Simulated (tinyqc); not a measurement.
The choice of windows: band offset from the macroscopic average of a supercell potential.

A model of the planar-averaged electrostatic energy of an electron in a periodic cell of N1 periods of A (L1 = N1 n1 h) and N2 periods of B (L2 = N2 n2 h), on z_j = j h: V(z) = f VA + (1 - f) VB + F t(z), VA = V1[0] + V1[1] cos(2 pi z/(n1 h)) + V1[2] cos(4 pi z/(n1 h)), VB the same with V2, n2 and z - L1. f = [tanh(z/w) - tanh((z - L1)/w) + tanh((z - L1 - L2)/w)]/2 + 1/2; t(z) = z - L1/2 in A and (L1/L2)(L1 + L2/2 - z) beyond, so that the cell is periodic.

Running mean over n points, periodic: for odd n the plain mean of the n points centred on j; for even n the n + 1 points with half weight at both ends. The macroscopic average applies the mean over n1 points and then over n2 points.

Values chosen for the exercise (gaps near those of GaAs and AlAs; shifted at random, so the results belong to these values and not to a real crystal):
- h = 0.35 angstrom (grid step)
- n1 = 6 (grid points per period of A)
- n2 = 7 (grid points per period of B)
- N1 = 5 (periods of A)
- N2 = 5 (periods of B)
- V1 = (-6.93, 1.23, -0.86) eV (mean and two harmonics of the potential in A)
- V2 = (-6.37, 1.78, 0.26) eV (the same in B)
- w = 0.44 angstrom (width of the interfaces)
- F = 0 eV/angstrom (slope in A from opposite charges on the two interfaces)

dV read at j = 15 and 47 after means over the numbers of points listed; ripple is the spread over the five points around each.

Results:

| windows | dV (eV) | ripple in A (meV) | ripple in B (meV) |
|---|---|---|---|
| none | 1.208 | 3135 | 2494 |
| 6 only | 0.302 | 0 | 430 |
| 7 only | 0.507 | 176 | 0 |
| 7, 8 | 0.601 | 61 | 0 |
| 6, 7 | 0.560 | 0 | 0 |

Which rows can be used, and how does a wrong window show?

The last row matches both periods and lies 0 meV from the value of a thick cell, V2[0] - V1[0] = 0.560 eV. Against it the raw potential errs by +0.65 eV. No other row is within 20 meV of it. A window one point too long leaves a ripple of 176 meV in A, against 0 meV in the last row: the ripple is the sign to look for. Rows to use, with under 30 meV of ripple in both regions once the tilt is taken off: 6, 7. A row with a large ripple can hit the right value only by chance.

tinyqc: `OMP_NUM_THREADS=1 python tinyqc.py 1850207 1850208 out.jsonl`; about 0.01 s, one thread, shared Intel(R) Xeon(R) Processor @ 2.30GHz.
